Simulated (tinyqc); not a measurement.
Inside a calculation. Method: geometry optimisation on the RHF/sto-3g surface (energies and gradients from PySCF), for H3+, spin multiplicity 1. One step of it, computed by the program tinyqc.

Question. Step 1: move. Quasi-Newton step p = -H^(-1) g (first H = 1 times the unit matrix); steps longer than 0.5 bohr are cut back.

positions at the start (bohr):
```
            x          y          z
1H  -0.045353   0.049133   0.051023
2H   0.066140  -0.077479   1.598708
3H  -0.109604   1.606267  -0.077479
```

gradient (hartree/bohr):
```
              x            y            z
1H   0.00166426   0.04596321   0.04771544
2H  -0.00176089  -0.01467899  -0.03302217
3H   0.00009663  -0.03128421  -0.01469327
```

Give: positions after step 1.

Answer.

positions after step 1 (bohr):
```
         x       y       z
1H  -0.047   0.003   0.003
2H   0.068  -0.063   1.632
3H  -0.110   1.638  -0.063
```
